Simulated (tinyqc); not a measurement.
Inside a calculation: smearing for a one-band metal on the square lattice. Values are carried at full precision from step to step, so a last printed digit may differ when a step is redone from the rounded ones.

Lattice vectors (units of a): a1 = (1, 0), a2 = (0, 1). E(k) = -t A_1(k) - t2 A_2(k), A_m the sum of cos(k . R) over the 4 nearest and 4 second lattice vectors. Mesh k = sum (j_i/N) b_i, j_i = 0 .. N-1.

Inputs chosen for the exercise: t = 0.78 eV (nearest hopping); t2 = 0.18 eV (second hopping); N = 8 (unshifted mesh); ne = 0.56 (electrons per cell); sigma = 0.39 eV (width).

## Levels on the mesh

Evaluate the band and collect equal energies with their counts.

Distinct levels:
```
E_k (eV)  points
-3.8400        1
-3.1722        4
-2.5662        4
-1.5600        4
-1.1031        8
0.0000         4
0.0522         4
0.3600         8
0.7200         2
0.9660         4
1.1031         8
1.5600         4
1.8462         4
2.1540         4
2.4000         1
```

15 distinct levels; the mean spacing is 0.446 eV.

## Fermi level with cold (Marzari-Vanderbilt) smearing

With x = (E_k - mu)/sigma: cold (Marzari-Vanderbilt) with y = x + 1/sqrt(2), f = erfc(y)/2 + exp(-y^2)/sqrt(2 pi), s = y exp(-y^2)/sqrt(2 pi). With weights w = points/N^d (d the dimension), mu solves 2 sum w f = ne; E = 2 sum w f E_k, S = 2 sum w s, F = E - sigma S.

Weights w = points/total. Bisection from the lowest and highest level; ten steps are shown.

Bisection:
```
step  low (eV)  high (eV)  mu (eV)  electrons
1      -3.8400     2.4000  -0.7200     0.6653
2      -3.8400    -0.7200  -2.2800     0.2731
3      -2.2800    -0.7200  -1.5000     0.3526
4      -1.5000    -0.7200  -1.1100     0.5113
5      -1.1100    -0.7200  -0.9150     0.6040
6      -1.1100    -0.9150  -1.0125     0.5590
7      -1.0125    -0.9150  -0.9637     0.5822
8      -1.0125    -0.9637  -0.9881     0.5707
9      -1.0125    -0.9881  -1.0003     0.5649
10     -1.0125    -1.0003  -1.0064     0.5619
```

## Occupations and energies

Converge mu, then list x, f and s of each level and form the sums.

mu = -1.0104 eV

x, f and s of each level:
```
E_k (eV)      x       f        s
-3.8400   -7.26  1.0000   0.0000
-3.1722   -5.54  1.0000   0.0000
-2.5662   -3.99  1.0000   0.0000
-1.5600   -1.41  1.0833  -0.1711
-1.1031   -0.24  0.5733   0.1503
0.0000     2.59  0.0000   0.0000
0.0522     2.72  0.0000   0.0000
0.3600     3.51  0.0000   0.0000
0.7200     4.44  0.0000   0.0000
0.9660     5.07  0.0000   0.0000
1.1031     5.42  0.0000   0.0000
1.5600     6.59  0.0000   0.0000
1.8462     7.32  0.0000   0.0000
2.1540     8.11  0.0000   0.0000
2.4000     8.74  0.0000   0.0000
```

E = -1.2067 eV
S = 0.0162
F = -1.2130 eV
(E + F)/2 = -1.2098 eV

Levels with f between 0.001 and 0.999: 1. f leaves the range 0 to 1: it runs from 0.0000 to 1.0833. For this scheme F itself has no term in sigma^2, so F is the estimate of the energy at zero width. That argument needs a smooth density of states, and the number of distinct levels within 2 sigma of mu is only 2, so it may fail on this mesh.

## Checks

- The slope dF/d sigma by finite differences against -S: both -0.016179.
- The slope dF/d ne by finite differences against mu (eV): both -1.0104.

Computed by tinyqc, a small Python program: `OMP_NUM_THREADS=1 python tinyqc.py 1652374 1652375 out.jsonl` (the numbers bound the seed that draws the inputs); one thread of a shared host (Intel(R) Xeon(R) Processor @ 2.30GHz), about 0.09 s for the whole set of steps.
